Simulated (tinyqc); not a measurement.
# Yield against design margin

Cells fail independently with probability Q(k) = erfc(k/sqrt(2))/2 when the margin is k standard deviations, and Y = exp(-Nb Q(k)). phi = exp(-k^2/2)/sqrt(2 pi).  k = margin/s(dVT). With one spare that repairs any one cell, Y1 = exp(-x)(1 + x), x = Nb Q(k).

Values chosen for this exercise:
- Nb = 1048576 (number of cells)

s(dVT) = 38.2 mV

Result of one run:

| k | Q(k) | expected failures x | Y | Y1 |
|---|---|---|---|---|
| 6.597 | 2.100e-11 | 2.202e-5 | 1.000 | 1.000 |

Which margin M gave this result: 197, 223, 235 or 252 mV?

M = 252 mV.

The whole series:

| M (mV) | k | Q(k) | expected failures x | Y | Y1 |
|---|---|---|---|---|---|
| 168 | 4.398 | 5.465e-6 | 5.730 | 0.003245 | 0.02184 |
| 181 | 4.738 | 1.078e-6 | 1.130 | 0.3229 | 0.6879 |
| 189 | 4.948 | 3.756e-7 | 0.3938 | 0.6745 | 0.9401 |
| 197 | 5.157 | 1.254e-7 | 0.1315 | 0.8768 | 0.9921 |
| 210 | 5.497 | 1.927e-8 | 0.02021 | 0.9800 | 0.9998 |
| 223 | 5.838 | 2.646e-9 | 0.002775 | 0.9972 | 1.000 |
| 235 | 6.152 | 3.830e-10 | 4.016e-4 | 0.9996 | 1.000 |
| 252 | 6.597 | 2.100e-11 | 2.202e-5 | 1.000 | 1.000 |

Over a change of the margin from 168 to 252 mV, k goes from 4.40 to 6.60, the expected failures fall by 5.4 decades and the yield goes from 0.00325 to 1.000. The spare helps most at M = 181 mV among the rows, where it lifts the yield from 0.323 to 0.688.

Computed by the program tinyqc: `OMP_NUM_THREADS=1 python tinyqc.py 2090143 2090144 out.jsonl`, one thread of a shared Intel Xeon 2.30GHz, about 0.01 s for the whole run.
